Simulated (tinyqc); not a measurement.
# Worked calculation: read current of a NAND string, cells in series solved by shooting

Program tinyqc, `OMP_NUM_THREADS=1 python tinyqc.py 2142018 2142019 out.jsonl`; Intel Xeon 2.30GHz, shared host, one thread, about 0.3 s. Printed values are rounded.

Cells in series, numbered from 0 at the source line (0 V) to the bit line, each followed by a gap resistance Rg. A cell with gate Vg, threshold VT, source Vs and drain Vd passes I = 2 nf K Vt^2 [F(Vs) - F(Vd)]/(1 + th max(Vg - VT, 0)), F(V) = ln^2(1 + exp((Vg - VT - nf V)/(2 nf Vt))). The selected cell has Vg = Vr, the others Vg = Vp.

Inputs (values chosen for the exercise); values of the order met in vertical NAND strings: temperature T = 300 K; gain factor of a cell K = 3.4 uA/V^2; slope factor nf = 1.3; mobility reduction factor th = 0.11 1/V; resistance of the gap between cells Rg = 1.3 kohm; bit-line voltage Vbl = 0.3 V; pass voltage Vp = 6.8 V; read voltage on the selected word line Vr = 3.34 V.

Constants: q = 1.602176634e-19 C, kB = 1.380649e-23 J/K, Vt = kB T/q. Results are converted to the units shown.

## Step 1: node voltages for a trial current

first trial current = 0.24 uA
thresholds from the source end, cell 0 to 4 (V): [3.3, 3.3, -2.3, 2.2, 3.3]

For a trial current I start at 0 V and, cell by cell (the selected one is cell 3), solve for the drain: sqrt(F(Vd)) = sqrt(F(Vs) - I/k), k = 2 nf K Vt^2/(1 + th max(Vg - VT, 0)), Vd = [Vg - VT - 2 nf Vt ln(exp(sqrt F) - 1)]/nf, then add I Rg.

node voltage after each cell and gap, trial 1, cell 0 to 4 (V): [0.02839120, 0.05708486, 0.07306381, 0.1533744, 0.1834814]

## Step 2: node voltages for a trial current

second trial current = 0.33 uA

As before.

node voltage after each cell and gap, trial 2, cell 0 to 4 (V): [0.03911450, 0.07880781, 0.1008559, 0.2183877, 0.2609740]

## Course of the secant iteration

Secant steps on the end voltage less Vbl, from the two trials; a trial above the saturation current of a cell has no solution and is moved halfway to the previous trial. Stop below 1e-9 V.

Course of the iteration:
```
iteration     I (uA)  end voltage - Vbl (V)  halvings
1          0.3753249                2.51e-3         0
2          0.3725878               -5.50e-5         0
3          0.3726465               -7.79e-8         0
4          0.3726466               2.42e-12         0
```

Converged in 4 iterations to I = 0.37265 uA. The selected cell takes 45.5 % of the bit-line voltage and the gaps together 0.807 %.
